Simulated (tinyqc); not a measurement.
Wafer bonding and layer transfer: bond energy, gap closing, particles, bonding of dissimilar wafers and hydrogen blisters: one step, computed by the program tinyqc. Command: `OMP_NUM_THREADS=1 python tinyqc.py 3012947 3012948 out.jsonl bond walk`. One thread of a shared host (Intel(R) Xeon(R) Processor @ 2.30GHz), about 0.01 s of CPU time with the checks.

gamma is the energy per area of each of the two surfaces; plates are isotropic.

Problem. Does a shallow gap close? E' = E1/(1 - nu^2), equal wafers of thickness t1 assumed. A gap of radius R closes if h_g < h_c: h_c = R^2/sqrt((2/3) E' t1^3/gamma) for R > 2 t1 (plate bending), h_c = 3.6 sqrt(R gamma/E') for R < 2 t1 (local deformation).

Inputs (values chosen for the exercise, with wafer 1 close to silicon):
```
quantity                    value        unit
Young's modulus E1            139         GPa
Poisson ratio nu             0.17           -
thickness t1                  775  micrometre
radius of a shallow gap R    0.83          mm
half height of the gap h_g    5.3          nm
```

bond energy gamma = 0.05294019 J/m^2

Give: closable height h_c; h_g/h_c.

Solution.

closable height h_c = 63.08 nm

h_g/h_c = 0.08403

The gap closes.
